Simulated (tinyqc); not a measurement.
Bulk transistor, scale length and short-channel effects: one step of the calculation.

A gate, an insulator of thickness ti and a depleted layer of depth ts on a conducting body. Below threshold the potential that source and drain add obeys Laplace's equation and vanishes on the gate and at the bottom of the depleted layer. Its lowest mode decays along the channel as exp(-k y); k is the smallest positive root of the matching condition at the interface, and the scale length is Lambda = pi/k.

Task. Scan of the matching condition. f(k) = eps_r sin(k ti) cos(k ts) + ei cos(k ti) sin(k ts).

Inputs (values chosen for the exercise); permittivities: semiconductor close to that of gallium nitride, insulator close to that of zirconium oxide:
- eps_r = 9.68 (relative permittivity of the semiconductor)
- ei = 24.1 (relative permittivity of the insulator)
- ti = 1.9 nm (insulator thickness)
- ts = 13 nm (depletion depth)

```
point,k (1/nm)
0,0.04125
1,0.0825
2,0.12375
3,0.165
4,0.20625
5,0.2475
6,0.28875
7,0.33
```

Give: f(k).

Result.

```
point,f(k)
0,12.93
1,21.63
2,23.33
3,17.63
4,6.58
5,-6.00
6,-15.95
7,-20.13
```

The first change of sign lies between k = 0.20625 and 0.2475 1/nm.

Program tinyqc, `OMP_NUM_THREADS=1 python tinyqc.py 2420168 2420169 out.jsonl`; Intel Xeon 2.30GHz, shared host, one thread, about 0.01 s.
